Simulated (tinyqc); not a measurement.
CIS and TDHF on RHF in the sto-3g basis, for BeH2, spin multiplicity 1, step by step. One step of it, computed by the program tinyqc.

Problem. CIS matrix, singlets. A(ia,jb) = (e_a - e_i) d_ij d_ab + 2 (ia|jb) - (ij|ab).

orbital energies (hartree): MO1 -4.520440, MO2 -0.456596, MO3 -0.417111, MO4 0.212051, MO5 0.212051, MO6 0.453728, MO7 0.929023

Two-electron integrals over orbitals (pq|rs), unique and non-zero (hartree):
```
(11|11) 2.271515    (21|11) -0.194755   (21|21) 0.025881    (22|11) 0.486974
(22|21) -0.005272   (22|22) 0.423423    (31|11) 0.035236    (31|21) -0.003452
(31|22) 0.006631    (31|31) 0.006544    (32|11) -0.000136   (32|21) 0.003314
(32|22) 0.062450    (32|31) 0.012522    (32|32) 0.140735    (33|11) 0.454742
(33|21) -0.003878   (33|22) 0.386803    (33|31) -0.004323   (33|32) -0.051301
(33|33) 0.453678    (41|41) 0.015766    (42|41) 0.014997    (42|42) 0.048162
(43|41) -0.002835   (43|42) -0.006151   (43|43) 0.015636    (44|11) 0.569174
(44|21) -0.007868   (44|22) 0.368850    (44|31) 0.001374    (44|32) 0.000363
(44|33) 0.354573    (44|44) 0.449859    (51|51) 0.015766    (52|51) 0.014997
(52|52) 0.048162    (53|51) -0.002835   (53|52) -0.006151   (53|53) 0.015636
(54|54) 0.024249    (55|11) 0.569174    (55|21) -0.007868   (55|22) 0.368850
(55|31) 0.001374    (55|32) 0.000363    (55|33) 0.354573    (55|44) 0.401360
(55|55) 0.449859    (61|11) -0.182216   (61|21) 0.024508    (61|22) -0.007163
(61|31) -0.005039   (61|32) -0.000806   (61|33) -0.003589   (61|44) -0.004810
(61|55) -0.004810   (61|61) 0.023945    (62|11) 0.108922    (62|21) -0.006539
(62|22) -0.030606   (62|31) 0.000187    (62|32) -0.018932   (62|33) -0.039391
(62|44) 0.051208    (62|55) 0.051208    (62|61) -0.003901   (62|62) 0.075363
(63|11) -0.032994   (63|21) 0.000931    (63|22) -0.032173   (63|31) -0.002491
(63|32) -0.085054   (63|33) 0.043297    (63|44) -0.016037   (63|55) -0.016037
(63|61) 0.001151    (63|62) -0.005952   (63|63) 0.086336    (64|41) 0.016326
(64|42) 0.046280    (64|43) -0.009755   (64|64) 0.050714    (65|51) 0.016326
(65|52) 0.046280    (65|53) -0.009755   (65|65) 0.050714    (66|11) 0.475230
(66|21) -0.006735   (66|22) 0.391112    (66|31) 0.000210    (66|32) -0.009675
(66|33) 0.411027    (66|44) 0.366342    (66|55) 0.366342    (66|61) -0.006007
(66|62) -0.032062   (66|63) 0.015753    (66|66) 0.411851    (71|11) -0.006814
(71|21) 0.003210    (71|22) 0.007739    (71|31) 0.010690    (71|32) 0.018762
(71|33) -0.007583   (71|44) -0.000037   (71|55) -0.000037   (71|61) -0.000158
(71|62) -0.001114   (71|63) -0.001658   (71|66) -0.001815   (71|71) 0.021130
(72|11) 0.028710    (72|21) -0.000583   (72|22) -0.021272   (72|31) 0.003538
(72|32) -0.041789   (72|33) 0.008238    (72|44) 0.011980    (72|55) 0.011980
(72|61) -0.001086   (72|62) 0.025986    (72|63) 0.055784    (72|66) -0.002967
(72|71) 0.007080    (72|72) 0.059867    (73|11) 0.137345    (73|21) -0.005034
(73|22) -0.004331   (73|31) -0.000409   (73|32) -0.000494   (73|33) -0.019924
(73|44) 0.058545    (73|55) 0.058545    (73|61) -0.003133   (73|62) 0.067867
(73|63) -0.025688   (73|66) -0.025190   (73|71) -0.002228   (73|72) 0.010411
(73|73) 0.079482    (74|41) 0.000940    (74|42) 0.005447    (74|43) 0.012913
(74|64) 0.002048    (74|74) 0.016694    (75|51) 0.000940    (75|52) 0.005447
(75|53) 0.012913    (75|65) 0.002048    (75|75) 0.016694    (76|11) -0.003100
(76|21) 0.002511    (76|22) 0.053919    (76|31) 0.010845    (76|32) 0.131198
(76|33) -0.054361   (76|44) 0.000725    (76|55) 0.000725    (76|61) -0.000877
(76|62) -0.015601   (76|63) -0.093040   (76|66) -0.013975   (76|71) 0.016382
(76|72) -0.055106   (76|73) 0.003450    (76|76) 0.139110    (77|11) 0.575404
(77|21) -0.008612   (77|22) 0.433134    (77|31) 0.002439    (77|32) 0.018174
(77|33) 0.438317    (77|44) 0.390412    (77|55) 0.390412    (77|61) -0.008782
(77|62) -0.036542   (77|63) -0.004994   (77|66) 0.432974    (77|71) 0.000598
(77|72) -0.013110   (77|73) -0.008440   (77|76) 0.012478    (77|77) 0.488003
```

Give: CIS matrix A, singlet.

Solution.

CIS matrix A, singlet (hartree), lower triangle:
```
         1>4      1>5      1>6      1>7      2>4      2>5      2>6      2>7
1>4   4.1948
1>5   0.0000   4.1948
1>6   0.0000   0.0000   4.5468
1>7   0.0000   0.0000   0.0028   4.9163
2>4   0.0379   0.0000   0.0000   0.0000   0.3961
2>5   0.0000   0.0379   0.0000   0.0000   0.0000   0.3961
2>6   0.0000   0.0000  -0.0011  -0.0047   0.0000   0.0000   0.6699
2>7   0.0000   0.0000  -0.0047   0.0228   0.0000   0.0000  -0.0019   1.0722
3>4  -0.0070   0.0000   0.0000   0.0000  -0.0127   0.0000   0.0000   0.0000
3>5   0.0000  -0.0070   0.0000   0.0000   0.0000  -0.0127   0.0000   0.0000
3>6   0.0000   0.0000   0.0021  -0.0142   0.0000   0.0000  -0.0022  -0.0196
3>7   0.0000   0.0000  -0.0171  -0.0069   0.0000   0.0000   0.0045   0.0026

        3>4     3>5     3>6     3>7
3>4  0.3059
3>5  0.0000  0.3059
3>6  0.0000  0.0000  0.6325
3>7  0.0000  0.0000  0.0030  1.0668
```
